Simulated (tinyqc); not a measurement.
Worked calculation: coupled-perturbed Hartree-Fock on RHF in the sto-3g basis, for H2, spin multiplicity 1. The polarisability along this axis is zero because the basis has no function that the field can mix in; the real value is not. One step of it, computed by the program tinyqc.

Task: Iteration 1: building the Fock matrix. J_ij = sum D_kl (ij|kl), K_ij = sum D_kl (ik|jl); F = H + J - 0.5 K; E = tr D H + tr D J / 2 - 0.25 tr D K + E_nn.

D at the start:
```
          1H 1s     2H 1s
1H 1s  0.643985  0.643985
2H 1s  0.643985  0.643985
```

core Hamiltonian H = T + V (hartree):
```
           1H 1s      2H 1s
1H 1s  -1.024190  -0.774749
2H 1s  -0.774749  -1.024190
```

Two-electron integrals (ij|kl) in chemists' order, unique and non-zero (hartree):
```
(11|11) 0.774606   (21|11) 0.354361   (21|21) 0.200376   (22|11) 0.509355
(22|21) 0.354361   (22|22) 0.774606
```

nuclear repulsion = 0.58343684 hartree

Give: Coulomb J; exchange K; Fock matrix F; total energy of this density.

Result:

Coulomb J (hartree):
```
        1H 1s   2H 1s
1H 1s  1.2833  0.7145
2H 1s  0.7145  1.2833
```

exchange K (hartree):
```
        1H 1s   2H 1s
1H 1s  1.0843  0.9135
2H 1s  0.9135  1.0843
```

Fock matrix F (hartree):
```
         1H 1s    2H 1s
1H 1s  -0.2831  -0.5170
2H 1s  -0.5170  -0.2831
```

total energy of this density = -1.090285 hartree
